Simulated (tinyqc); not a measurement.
# On-chip interconnect, size-dependent resistivity and RC delay: effects of single changes

A rectangular line between two neighbours and two ground planes. Surface and grain-boundary scattering are added to the bulk resistivity as corrections; capacitances are parallel-plate values without fringing; inductance is ignored.

Values chosen for this exercise; metal values close to those of copper: bulk resistivity rho0 = 1.67 uohm cm; bulk mean free path lam = 39.9 nm; specular share of surface scattering ps = 0; reflection coefficient of grain boundaries Rg = 0.32; grain size over the metal width gr = 2; drawn line width wd = 35 nm; aspect ratio, height over width AR = 2.1; liner on both walls and the bottom, not conducting tl = 2.4 nm; space to the neighbouring lines sp = 35 nm; dielectric height to the planes above and below hd = 72 nm; relative permittivity of the dielectric ek = 2.2; Miller factor of the neighbours Mf = 0; driver resistance Rd = 5700 ohm; load capacitance Cl = 0.096 fF; bulk resistivity of the second metal (close to iridium) rho2 = 5.21 uohm cm; mean free path of the second metal lam2 = 6.99 nm; liner of the second metal tl2 = 0.4 nm.

Constants: eps0 = 8.8541878128e-12 F/m. Results are converted to the units shown.

Each table varies one quantity; the others keep the values above.

## Delay against the line length

Metal width x = wd - 2 tl, height y = AR wd - tl; grain boundaries (Mayadas-Shatzkes): al = (lam/(gr x)) Rg/(1 - Rg), g = 1/[1 - 3 al/2 + 3 al^2 - 3 al^3 ln(1 + 1/al)] - 1; surfaces (Fuchs-Sondheimer, thick limit): s = (3/8) lam (1 - ps)(1/x + 1/y); rho = rho0 (1 + g + s); r = rho/(x y); c = eps0 ek (2 wd/hd + 2 Mf AR wd/sp). Elmore delay tE = Rd (c Lw + Cl) + r Lw (c Lw/2 + Cl); t50 is the time at which the far end of a ladder of 30 pi sections (half capacitances at both ends, Cl at the far end, a step applied through Rd) reaches half the step; line share r Lw/(Rd + r Lw); estimate 0.69 Rd (c Lw + Cl) + 0.38 r c Lw^2 + 0.69 r Lw Cl.

The same in every row: rho (uohm cm) = 3.585; r (ohm/um) = 16.70; c (fF/um) = 0.01894.

Delay against the line length:
```
Lw (um)	tE (ps)	t50 (ps)	estimate (ps)	line share of the resistance (%)
1	0.6569	0.4554	0.4533	0.2921
3	0.8773	0.6084	0.6054	0.8712
7	1.322	0.9177	0.9126	2.009
20	2.801	1.951	1.937	5.535
50	6.420	4.498	4.457	12.78
100	13.08	9.244	9.138	22.66
400	69.67	50.79	49.84	53.96
1000	268.2	200.0	196.1	74.55
3000	1752	1323	1309	89.78
```

What does the comparison show?

As Lw goes from 1 to 3000, r stays at 16.7 ohm/um, c stays at 0.0189 fF/um and t50 rises from 0.455 to 1320 ps. t50/tE lies between 0.693 and 0.755, and the estimate is within 1.9 % of t50. The delay goes as Lw^(0.26) for the shortest lines and Lw^(1.72) for the longest; the line resistance equals Rd at 341 um.

## Two metals against line width

Metal width x = wd - 2 tl, height y = AR wd - tl; grain boundaries (Mayadas-Shatzkes): al = (lam/(gr x)) Rg/(1 - Rg), g = 1/[1 - 3 al/2 + 3 al^2 - 3 al^3 ln(1 + 1/al)] - 1; surfaces (Fuchs-Sondheimer, thick limit): s = (3/8) lam (1 - ps)(1/x + 1/y); rho = rho0 (1 + g + s); r = rho/(x y). The second metal has rho2, lam2 and tl2 in place of rho0, lam and tl; ps, Rg, gr and AR are shared.

Results:
```
wd (nm)	rho, first (uohm cm)	rho, second (uohm cm)	r, first (ohm/um)	r, second (ohm/um)	ratio second/first
8	17.84	9.642	3872	816.5	0.2109
10	11.93	8.698	1233	458.9	0.3722
13	8.347	7.854	408.8	239.3	0.5854
17	6.250	7.210	153.8	126.1	0.8196
22	4.968	6.744	65.94	69.46	1.053
45	3.120	5.951	8.428	14.31	1.698
70	2.574	5.684	2.730	5.603	2.053
120	2.186	5.486	0.7603	1.829	2.406
```

Estimate the missing row, wd = 30 nm.

Computed row:
```
wd (nm)	rho, first (uohm cm)	rho, second (uohm cm)	r, first (ohm/um)	r, second (ohm/um)	ratio second/first
30	3.952	6.328	25.88	34.62	1.337
```

With this row back in the table: The resistivity of the first metal falls from 17.8 to 2.19 uohm cm and that of the second goes from 9.64 to 5.49 uohm cm as the line widens. The products rho0 lam, which set the size effect, are 66.6 and 36.4 uohm cm nm. The two resistances cross at wd = 20.8 nm: below it the second metal gives the lower line resistance. For widths well under the mean free path the thick-limit surface term is only a guide.

Range of the model: The metal width is under the mean free path, where the thick-limit surface term and the simple sum of corrections lose accuracy.

tinyqc, about 0.01 s, one thread, Intel Xeon 2.30GHz (shared host): `OMP_NUM_THREADS=1 python tinyqc.py 2100110 2100111 out.jsonl`
